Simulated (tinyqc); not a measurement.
Worked calculation: inverse iteration on a symmetric matrix. Computed by tinyqc, a small Python program that keeps every step. Settings: method = inverse, shift = 1.03. Command: `OMP_NUM_THREADS=1 python tinyqc.py 23031 23032 out.jsonl` (the two numbers bound the seeds that draw the settings). One thread of a shared host (Intel(R) Xeon(R) Processor @ 2.60GHz), about 0.01 s of CPU time with the checks.

## Step 1

A:
```
          1        2         3         4
1   0.65300  1.55500  -0.78400   0.83400
2   1.55500  0.90600   0.15800   0.41600
3  -0.78400  0.15800   1.13600  -0.70300
4   0.83400  0.41600  -0.70300   1.60700
```

vector v at the start: 0.50000  0.50000  0.50000  0.50000

shift = 1.03000

solve (A - shift) w = v; v' = w/|w| with its largest component positive (the first on a tie); lambda = v'^T A v'.

vector after step 1: -0.40596  -0.58141  0.10566  0.69713

Rayleigh quotient after step 1 = 1.07660

## Step 2

As before.

vector after step 2: 0.02268  0.41087  0.87405  0.25827

Rayleigh quotient after step 2 = 1.02039

## Course of the iteration

Stop when the residual |A v - lambda v| is below 1e-9.

Steps:

| step | lambda | residual |
|---|---|---|
| 1 | 1.0765996 | 5.03e-01 |
| 2 | 1.0203883 | 3.95e-01 |
| 3 | 1.0013157 | 3.90e-01 |
| 4 | 0.9835833 | 3.88e-01 |
| 5 | 0.9661157 | 3.85e-01 |
| 6 | 0.9489446 | 3.81e-01 |
| 7 | 0.9321316 | 3.77e-01 |
| 8 | 0.9157339 | 3.72e-01 |
| 9 | 0.8998026 | 3.66e-01 |
| 10 | 0.8843820 | 3.60e-01 |
| 11 | 0.8695096 | 3.53e-01 |
| 12 | 0.8552157 | 3.46e-01 |
| 13 | 0.8415237 | 3.38e-01 |
| 14 | 0.8284503 | 3.30e-01 |
| 15 | 0.8160057 | 3.22e-01 |
| 16 | 0.8041942 | 3.13e-01 |
| 17 | 0.7930144 | 3.05e-01 |
| 18 | 0.7824604 | 2.96e-01 |
| 19 | 0.7725216 | 2.87e-01 |
| 20 | 0.7631840 | 2.78e-01 |
| 21 | 0.7544305 | 2.69e-01 |
| 22 | 0.7462412 | 2.60e-01 |
| 23 | 0.7385945 | 2.51e-01 |
| 24 | 0.7314672 | 2.42e-01 |
| 25 | 0.7248352 | 2.34e-01 |
| 26 | 0.7186736 | 2.25e-01 |
| 27 | 0.7129573 | 2.17e-01 |
| 28 | 0.7076613 | 2.09e-01 |
| 29 | 0.7027607 | 2.01e-01 |
| 30 | 0.6982311 | 1.93e-01 |

all eigenvalues, for comparison: -1.01194  0.64749  1.43046  3.23599

Not converged in 30 steps: the residual falls only by the ratio of the two smallest distances of eigenvalues from the shift, 0.96 a step.
